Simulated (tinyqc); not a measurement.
Comparisons within one model: standing waves and exposure in a photoresist film. A value that a table varies takes the place of the one given here.

Normal incidence from air. Unexposed resist: N1 = n1 + i k1 with k1 = (A + B) lam/(4 pi), lam in micrometres. r01 = (1 - N1)/(1 + N1), t01 = 2/(1 + N1). Below the resist lie the layer Na = na + i ka and the substrate Ns = ns + i ks: r12 = (r1a + ras x)/(1 + r1a ras x), x = exp(4 pi i Na da/lam), r1a = (N1 - Na)/(N1 + Na), ras = (Na - Ns)/(Na + Ns). With p = exp(2 pi i N1 d/lam), the field at depth z is E(z) = t01 [exp(2 pi i N1 z/lam) + r12 p^2 exp(-2 pi i N1 z/lam)]/(1 + r01 r12 p^2), the relative intensity I(z) = n1 |E(z)|^2 and the reflectance R = |(r01 + r12 p^2)/(1 + r01 r12 p^2)|^2.

Parameters, chosen for this exercise (a resist on polySi, indices near tabulated ones; not measured data): lam = 193 nm (vacuum wavelength); n1 = 1.728 (resist index); A = 0.14 1/micrometre (bleachable absorption (Dill A)); B = 0.67 1/micrometre (fixed absorption (Dill B)); d = 137 nm (resist thickness); ns = 0.985 (substrate n); ks = 2.139 (substrate k); na = 1.829 (n of the bottom antireflection layer); ka = 0.359 (its k); da = 77 nm (its thickness).

## Swing of the coupled dose with resist thickness

The mean of I is taken over 800 depths; the relative dose to clear is taken as 1/(mean of I over the lowest period, 60 depths), scaled to 1 in the first row.

Swing:

| d (nm) | R | mean I | relative dose |
|---|---|---|---|
| 137.0 | 0.0717 | 0.8833 | 1.000 |
| 146.3 | 0.0792 | 0.8717 | 1.016 |
| 155.6 | 0.0790 | 0.8668 | 1.023 |
| 164.9 | 0.0715 | 0.8699 | 1.022 |
| 174.2 | 0.0640 | 0.8744 | 1.022 |
| 183.5 | 0.0641 | 0.8724 | 1.030 |
| 192.8 | 0.0716 | 0.8627 | 1.046 |
| 202.2 | 0.0788 | 0.8521 | 1.062 |
| 211.5 | 0.0786 | 0.8480 | 1.070 |
| 220.8 | 0.0714 | 0.8510 | 1.069 |
| 230.1 | 0.0643 | 0.8549 | 1.069 |
| 239.4 | 0.0644 | 0.8525 | 1.078 |
| 248.7 | 0.0716 | 0.8433 | 1.095 |

The period is 55.8 nm, six rows. The relative dose swings between 1.000 and 1.095, a ratio (max - min)/mean of 0.090, against the estimate 4 sqrt(|r01|^2 |r12|^2) exp(-(A + B) d) = 0.019 for the oscillating part alone; the ratio from the table also holds the slow rise from absorption, 9.5 % over two periods, so the two are not strictly comparable.

## Tuning the antireflection layer

da takes the values listed; the contrast is (Imax - Imin)/(Imax + Imin) over the lowest period of the resist (60 depths).

Results:

| da (nm) | \|r12\|^2 | contrast |
|---|---|---|
| 0 | 0.4232 | 0.899 |
| 10 | 0.2203 | 0.752 |
| 20 | 0.0646 | 0.474 |
| 30 | 0.0309 | 0.345 |
| 40 | 0.0575 | 0.454 |
| 50 | 0.0699 | 0.473 |
| 60 | 0.0426 | 0.378 |
| 75 | 0.0015 | 0.071 |
| 90 | 0.0119 | 0.203 |
| 110 | 0.0184 | 0.250 |
| 140 | 0.0086 | 0.168 |

|r12|^2 starts at 0.4232 and is lowest, 0.0015, at 75 nm of those listed, where the contrast is 0.071 against 0.899. The contrast follows 2|r|/(1 + |r|^2), so even |r12|^2 = 0.01 leaves about 0.2. Values below 0.01 occur at 75 and 140 nm.

## What moves the exposure

The mean of I is over 800 depths. Each row changes one parameter from the base and keeps the others.

Results:

| case | \|r12\|^2 | R | mean I | I at the bottom |
|---|---|---|---|---|
| base | 0.0004 | 0.0717 | 0.8833 | 0.8417 |
| d = 147 nm | 0.0004 | 0.0795 | 0.8710 | 0.8280 |
| n1 = 1.745 | 0.0005 | 0.0777 | 0.8776 | 0.8444 |
| B = 0.87 1/micrometre | 0.0004 | 0.0717 | 0.8711 | 0.8188 |
| ks = 1.925 | 0.0004 | 0.0675 | 0.8872 | 0.8296 |
| da = 87 nm | 0.0078 | 0.0373 | 0.9290 | 0.7361 |
| ka = 0.467 | 0.0070 | 0.0570 | 0.9192 | 0.8193 |

The largest shifts from the base row, up to three for each result and ties (the steps differ in size, so this ranks the rows, not the parameters). |r12|^2: da +0.0074, ka +0.0066, n1 +0.0001; unchanged at the printed digits by d, B and ks. R: da -0.0344, ka -0.0147, d +0.0078; unchanged at the printed digits by B. mean I: da +0.0458, ka +0.0360, d -0.0122, B -0.0122. I at the bottom: da -0.1056, B -0.0229, ka -0.0224.

tinyqc: `OMP_NUM_THREADS=1 python tinyqc.py 1681498 1681499 out.jsonl`; about 0.01 s, one thread, shared Intel(R) Xeon(R) Processor @ 2.30GHz.
